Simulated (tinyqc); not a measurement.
Two-dimensional dopant profile at a mask edge: lateral junction, overlap and effective channel length: one step, computed by the program tinyqc. Command: `OMP_NUM_THREADS=1 python tinyqc.py 3030230 3030231 out.jsonl lateral walk`. One thread of a shared host (Intel(R) Xeon(R) Processor @ 2.30GHz), about 0.02 s of CPU time with the checks.

Ions enter for y < 0; the mask (spacer, then gate) covers y > 0. x is the depth. The surface reflects dopant during the anneal.

Task: Junction contour. Widths s_x^2 = (vertical straggle)^2 + 2 D t, s_y^2 = (lateral straggle)^2 + 2 D t. C(x, y) = V(x) (1/2) erfc(y/(sqrt2 s_y)), V(x) = Q/(sqrt(2 pi) s_x) [exp(-(x - R_p)^2/(2 s_x^2)) + exp(-(x + R_p)^2/(2 s_x^2))]; 1 nm = 1e-7 cm. The lateral junction at depth x solves C = C_B: y_j(x) = sqrt2 s_y erfc^-1(2 C_B/V(x)). Depths are 0, 0.15, 0.3, 0.45, 0.6, 0.75, 0.9 and 0.97 of x_j.

Inputs (values chosen for the exercise, modelled on a source-drain extension in silicon): dose Q = 3.5e+14 1/cm^2; projected range R_p = 53 nm; channel doping C_B = 1.2e+17 1/cm^3.

vertical junction x_j = 218.7923 nm

s_x = 50.23943 nm

s_y = 53.62835 nm

Give: Contour.

Result:

Contour:
```
x/x_j  x (nm)  V (1/cm^3)  y_j (nm)
0.00     0.00  3.1864e+19    143.31
0.15    32.82  3.2100e+19    143.45
0.30    65.64  2.8637e+19    141.38
0.45    98.46  1.8753e+19    133.50
0.60   131.28  8.2900e+18    117.13
0.75   164.09  2.4130e+18     88.35
0.90   196.91  4.5943e+17     34.30
0.97   212.23  1.8312e+17    -21.43
```

The contour reaches furthest, 143.45 nm, at x/x_j = 0.15 among these rows, below the surface, where punch-through would start. It crosses the mask edge where V = 2 C_B.
